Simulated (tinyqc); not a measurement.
## Bandgap voltage reference from two bipolar transistors: output against temperature

Two transistors of area 1 and N carry the same current I. Is(T) = Is (T/T0)^eta exp[(Vg0 q/kB)(1/T0 - 1/T)], VBE1 = Vt ln(I/Is(T)) + I rb, VBE2 = Vt ln(I/(N Is(T))) + I rb/N. The amplifier forces I R1(T) = VBE1 - VBE2 + Vos, with R(T) = R (1 + tc (T - T0)) for both resistors, and the output is Vref = VBE1 + I R2(T). Base currents and the Early effect are neglected.

Vt = kB T/q; I = (Vt ln N + Vos)/(R1(T) - rb (1 - 1/N)).

Inputs (values chosen for the exercise); values of the order met in silicon bipolar transistors:
```
symbol    value   unit                                                   meaning
T0          300      K                                     reference temperature
Vg0       1.142      V                      band-gap voltage extrapolated to 0 K
eta         4.1                   temperature exponent of the saturation current
Is      1.7e-17      A           saturation current of the unit transistor at T0
N             8                              area ratio of the second transistor
R1           19   kohm  resistor across which the difference of VBE falls, at T0
tc            0  ppm/K                 temperature coefficient of both resistors
Vos           0     mV                                   offset of the amplifier
rb           27    ohm                  series resistance of the unit transistor
R2        189.7   kohm                                     output resistor at T0
```

Constants: q = 1.602176634e-19 C, kB = 1.380649e-23 J/K. Results are converted to the units shown.

Result of one run:

| I (uA) | VBE1 (V) | I R2 (V) | Vref (V) | Vref - Vref(T0) (mV) | dVref/dT (uV/K) |
|---|---|---|---|---|---|
| 3.758 | 0.4832 | 0.7129 | 1.196 | -9.322 | -131.1 |

Which temperature T gave this result: 253, 298, 323, 348 or 398 K?

T = 398 K.

The whole series:

| T (K) | I (uA) | VBE1 (V) | I R2 (V) | Vref (V) | Vref - Vref(T0) (mV) | dVref/dT (uV/K) |
|---|---|---|---|---|---|---|
| 218 | 2.059 | 0.8162 | 0.3905 | 1.207 | 1.247 | 29.71 |
| 233 | 2.200 | 0.7896 | 0.4174 | 1.207 | 1.558 | 11.93 |
| 253 | 2.389 | 0.7538 | 0.4532 | 1.207 | 1.573 | -10.07 |
| 273 | 2.578 | 0.7176 | 0.4890 | 1.207 | 1.166 | -30.39 |
| 298 | 2.814 | 0.6718 | 0.5338 | 1.206 | 0.1094 | -53.80 |
| 323 | 3.050 | 0.6254 | 0.5786 | 1.204 | -1.508 | -75.32 |
| 348 | 3.286 | 0.5784 | 0.6234 | 1.202 | -3.643 | -95.23 |
| 373 | 3.522 | 0.5310 | 0.6682 | 1.199 | -6.258 | -113.8 |
| 398 | 3.758 | 0.4832 | 0.7129 | 1.196 | -9.322 | -131.1 |
| 423 | 3.994 | 0.4349 | 0.7577 | 1.193 | -12.80 | -147.4 |

VBE1 falls by 1.86 mV/K on average and I R2 rises by 1.79 mV/K. The slope of Vref vanishes at T = 244 K. Between 233 and 398 K Vref spans 10.9 mV, or 55.1 ppm/K by the box method (span over the average over T, over 165 K).

Numbers from tinyqc (`OMP_NUM_THREADS=1 python tinyqc.py 2062179 2062180 out.jsonl`; about 0.02 s on one thread of a shared Intel Xeon 2.30GHz).
